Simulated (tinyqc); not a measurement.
# Worked calculation: programming of a floating-gate cell by Fowler-Nordheim tunnelling

Numbers from tinyqc (`OMP_NUM_THREADS=1 python tinyqc.py 2130119 2130120 out.jsonl`; about 0.02 s on one thread of a shared Intel Xeon 2.30GHz). Printed values are rounded.

Per tunnel area the floating gate has Ctun = 3.9 eps0/tox to the channel (0 V) and Ccg to the control gate, Ct = Ctun/(1 - ag), no other coupling. With the threshold shift U = -Q/Ccg the field is F = ag (Vg - U)/tox, and dU/dt = J/Ccg. Fowler-Nordheim: J = A F^2 exp(-B/F), A = q^2/(16 pi^2 hbar mo phi) (times 1e14 for A/cm^2 with F in V/nm, emitter mass m0), B = (4/3) sqrt(mo/C) phi^1.5, C = hbar^2/(2 m0).

Parameters, values chosen for the exercise; oxide values close to those of silicon dioxide: tunnel barrier phi = 3.16 eV; tunnelling mass mo = 0.45 m0; tunnel oxide thickness tox = 8.8 nm; coupling ratio Ccg/Ct ag = 0.67; tunnel area ar = 2100 nm^2; threshold shift at the start Vt0 = -0.9 V; control-gate voltage Vg = 14.3 V; time step dt = 6.6 us; steps n = 8.

Constants: q = 1.602176634e-19 C, hbar = 1.054571817e-34 J s, m0 = 9.1093837015e-31 kg, eps0 = 8.8541878128e-14 F/cm where lengths are in cm, hbar^2/(2 m0) = 0.0380998212 eV nm^2. Results are converted to the units shown.

Range of the model: Programming fields of 10 MV/cm and more wear the oxide; trapping and the channel potential are ignored.

## Constants of the cell

A, B, Ccg = ag Ct, the starting field and current, K = A B ag/(Ccg tox), and the knee time t0 = exp(B/F(0))/K.

A = 1.08399e8 A cm^-2 (V/nm)^-2
B = 25.7403 V/nm
Ccg = 0.796694 uF/cm^2
F(0) = 1.15727 V/nm
J(0) = 0.0317846 A/cm^2
K = 2.66649e14 1/s
t0 = 17.1293 us
electrons for 1 V of shift = 104.424

## Explicit time steps against the exact solution

U(new) = U + dt J(F(U))/Ccg. Exact: exp(B/F(t)) = exp(B/F(0)) + K t, K = A B ag/(Ccg tox), and U = Vg - tox F/ag.

t, step 0 to 8 (us): [0, 6.6, 13.2, 19.8, 26.4, 33, 39.6, 46.2, 52.8]
F, step 0 to 8 (V/nm): [1.15727, 1.13723, 1.12415, 1.11432, 1.10644, 1.09984, 1.09417, 1.08920, 1.08478]
J, step 0 to 8 (A/cm^2): [0.0317846, 0.0207373, 0.0155715, 0.0125044, 0.0104564, 0.00898677, 0.00787883, 0.00701285, 0.00631700]
U by steps, step 0 to 8 (V): [-0.900000, -0.636689, -0.464896, -0.335898, -0.232309, -0.145686, -0.071237, -0.005967, 0.052129]
U exact, step 0 to 8 (V): [-0.900000, -0.680488, -0.519344, -0.392541, -0.288295, -0.199968, -0.123456, -0.056049, 0.004132]

The steps run ahead by 43.8 mV after the first and 48.0 mV after the last, as each uses the larger current of its start; the step is 0.39 of the knee time t0.
